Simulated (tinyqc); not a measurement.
# Adsorption as a lattice gas: isotherms with interactions, competition, desorption peaks and saturation dose, step by step

A worked calculation. Computed by tinyqc, a small Python program that keeps every step. Command: `OMP_NUM_THREADS=1 python tinyqc.py 3010401 3010402 out.jsonl adsorb walk`. One thread of a shared host (Intel(R) Xeon(R) Processor @ 2.30GHz), about 0.1 s of CPU time with the checks. Intermediate numbers are printed to about 5 digits and carried at full precision; extremes and crossings named in words are read from the listed rows.

One adsorbate per site; a molecule needs 2 empty sites. Gas and surface have the same temperature.

Inputs (values chosen for the exercise, for a model surface): desorption energy E = 1.19 eV; prefactor nu = 3.8e+13 1/s; pair energy w (positive repels) = -0.0037 eV; neighbours z = 3; site density N_s = 3.6 1/nm^2; molecular mass M = 181 u; sticking coefficient s0 = 0.0043; temperature T = 479 K; pressure p = 0.19 Pa; blocking by a second gas, K_B p_B = 0.85; heating rate beta = 0.51 K/s; initial coverage theta_0 = 0.11; aspect ratio a (depth over diameter) of a hole = 60.

Adsorption: dissociative (second order).

Constants: u = 1.6605390666e-27 kg; k_B = 1.380649e-23 J/K; k_B = 8.617333262e-05 eV/K.

## Flux and the Langmuir coverage

Flux F = p/sqrt(2 pi M k_B T); k_d = nu exp(-E/(k_B T)); 2 s0 F (1 - theta)^2 = N_s k_d theta^2, so y = sqrt(2 s0 F/(N_s k_d)), theta = y/(1 + y). With a second gas on the same sites theta = y/(1 + y + K_B p_B).

flux F = 1700.2 1/(nm^2 s)

k_d = 11.462 1/s

y = 0.59528

Langmuir coverage = 0.37315

coverage with the second gas = 0.24344

## Coverage with interactions

With u = w/(k_B T). Mean field: theta/(1 - theta) = y exp(-z u theta). Quasi-chemical: theta/(1 - theta) = y [(r - 1 + 2 theta)(1 - theta)/((r + 1 - 2 theta) theta)]^(-z/2) exp(-z u/2), r = sqrt(1 - 4 theta (1 - theta)(1 - exp(-u))).

u = -0.089638

coverage, mean field = 0.39854

coverage, quasi-chemical = 0.39869

Attraction raises the coverage from 0.3731. Both theories put half coverage at ln y = z u/2 = -0.134; here ln y = -0.519.

## Isotherms

The formulas are those given above.

Coverage; the first column is ln y - z u/2:
```
ln y - z u/2  no interaction  mean field  quasi-chemical
-5.0                 0.00586     0.00586         0.00587
-3.0                 0.04171     0.04216         0.04218
-2.0                 0.10579     0.10859         0.10868
-1.0                 0.24334     0.25625         0.25647
-0.5                 0.34650     0.36932         0.36950
0.0                  0.46644     0.50000         0.50000
0.5                  0.59038     0.63068         0.63050
1.0                  0.70382     0.74375         0.74353
2.0                  0.86594     0.89141         0.89132
3.0                  0.94612     0.95784         0.95782
5.0                  0.99235     0.99414         0.99413
```

At half coverage the slope d theta/d ln y is 1/4 without interaction, 1/(4 + z u) = 0.268 in mean field and 0.268 in the pair theory, 1/[4 + 2 z (exp(u/2) - 1)]. Attraction steepens the filling towards a step; the two theories differ by at most 2.2e-4 in these rows.

## Desorption peak without interaction

The peak obeys E/(k_B T_p^2) = (nu theta_0/beta) exp(-E/(k_B T_p)) if theta at the peak is theta_0/2. Redhead's shortcut, with the constant 3.46 (3.64 is also in use), reads E back as k_B T_p [ln(nu' T_p/beta) - 3.46], nu' = nu theta_0.

peak temperature T_p = 427.32 K

E by Redhead's shortcut = 1.1906 eV

The shortcut misses by +0.05 %, since 3.46 stands for ln(E/(k_B T_p)) = 3.48. A prefactor wrong by a factor 100 would shift E by 0.170 eV.

## Peak against initial coverage

Heating at the rate beta: d theta/dT = -(nu/beta) theta^2 exp(-[E - 2 z w theta]/(k_B T)). Integrated numerically (relative tolerance 1e-9); T_p is the maximum of the rate.

Peak temperatures (K):
```
theta_0   w = 0  with w
0.1      427.81  428.47
0.3      414.54  416.43
0.5      408.63  411.74
0.7      404.83  409.13
0.9      402.03  407.52
```

Without interaction the peak moves down by 25.8 K, the mark of second order; with w it moves by -20.9 K.

## Dose to saturate, flat and in a hole

Without desorption or interaction, 99 % coverage needs the time 99 N_s/(2 s0 F). For a round hole of aspect ratio a in molecular flow with unit sticking (Gordon), the time is N_s/(2F) x [1 + (19/4) a + (3/2) a^2]. The larger of the two times is a rough guide.

time on a flat surface = 24.375 s

time for the hole = 6.0199 s

The surface reaction is the slower step. Caution: with k_d = nu exp(-E/(k_B T)) of these inputs desorption is not negligible over the time on a flat surface, so without interaction 99 % coverage is not reached.

Checks made by the program: quasi-chemical form at low coverage and at the symmetry point (relative difference 7e-08); T_p against the integrated rate equation (relative difference 2e-03).
